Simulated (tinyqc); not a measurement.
Trap density from the barrier height.

Inverse problem. In a partly depleted grain with all boundary traps filled, 2 N W = Qt and VB = q N W^2/(2 eps0 eps_r). Find Qt, W and the doping at which VB would equal Vt.

Values chosen for this exercise:
```
symbol  value  unit                meaning
T         350     K            temperature
eps_r    11.7        relative permittivity
```

Constants: q = 1.602176634e-19 C, kB = 1.380649e-23 J/K, Vt = kB T/q, eps0 = 8.8541878128e-14 F/cm where lengths are in cm. Results are converted to the units shown.

doping = 2.7e17 cm^-3
barrier height = 0.23198882 V

Solution. Eliminating W gives VB = q Qt^2/(8 eps0 eps_r N), which falls as 1/N.

Qt = 1.80e12 cm^-2
W = 33.3 nm
doping for VB = Vt = 2.08e18 cm^-3

Program tinyqc, `OMP_NUM_THREADS=1 python tinyqc.py 2830006 2830007 out.jsonl`; Intel Xeon 2.30GHz, shared host, one thread, about 0.01 s.
